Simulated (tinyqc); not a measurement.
Physical sputtering: collision-cascade yield, angular dependence, faceting and resputtering in deposition: one step, computed by the program tinyqc.

Ions start collision cascades; atoms that reach the surface with more than U leave. The target is amorphous or fine-grained.

Task: Oblique incidence. Angular law: Y/Y0 = t^f exp(-f cos(a_opt)(t - 1)), t = 1/cos(angle), largest at a_opt. A plane tilted by the angle recedes along the beam at a speed proportional to Y(angle), and along its own normal as Y cos(angle).

Inputs (values chosen for the exercise, modelled on argon ions on tantalum): angular exponent f = 2.1; angle of the largest yield = 63 degrees; angle of incidence = 30 degrees.

yield Y0 = 0.7159627 atoms per ion

Give: Y/Y0 at the angle; yield at the angle; normal speed relative to a flat surface; largest Y/Y0.

Result:

Y/Y0 at the angle = 1.1672

yield at the angle = 0.83565 atoms per ion

normal speed relative to a flat surface = 1.0108

largest Y/Y0 = 1.6681
